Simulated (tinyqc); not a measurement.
Sp3 tight binding, zinc-blende lattice, step by step. One step of it, computed by the program tinyqc.

Question. Bloch Hamiltonian at k. Slater-Koster rules over the four bonds with direction cosines (l, m, n): ss V_ss; s-px l V_sp; px-s -l V_sp; px-px l^2 V_pps + (1 - l^2) V_ppp; px-py l m (V_pps - V_ppp); each times exp(i k.d).

Parameters chosen for this model: zinc-blende lattice, anion at 0, cation at a/4 (1,1,1); V = eta hbar^2 / (m d^2), hbar^2/m = 7.619964 eV angstrom^2:

| parameter | value | unit |
|---|---|---|
| a | 6.180000 | angstrom |
| d | 2.676018 | angstrom |
| Es anion | -11.790000 | eV |
| Ep anion | -7.600000 | eV |
| Es cation | -11.790000 | eV |
| Ep cation | -7.600000 | eV |
| eta ss | -1.320000 |  |
| eta sp | 1.420000 |  |
| eta pp sigma | 2.220000 |  |
| eta pp pi | -0.630000 |  |
| V ss | -1.404587 | eV |
| V sp | 1.510995 | eV |
| V pp sigma | 2.362260 | eV |
| V pp pi | -0.670371 | eV |

k point k (2 pi / a): 0.660000  -0.200000  -0.720000

Give: H(k) at k.

Answer.

H(k) at k (eV), lower triangle (Hermitian):
```
                a s          a px           a py           a pz
a s         -11.790
a px          0.000        -7.600
a py          0.000         0.000         -7.600
a pz          0.000         0.000          0.000         -7.600
c s   -1.158-1.352i  0.497+1.216i  -2.585-0.234i  -0.395-1.529i
c px  -0.497-1.216i  0.281+0.328i   0.458+1.771i   2.995+0.271i
c py   2.585+0.234i  0.458+1.771i   0.281+0.328i  -0.576-1.409i
c pz   0.395+1.529i  2.995+0.271i  -0.576-1.409i   0.281+0.328i

          c s    c px    c py    c pz
c s   -11.790
c px    0.000  -7.600
c py    0.000   0.000  -7.600
c pz    0.000   0.000   0.000  -7.600
```
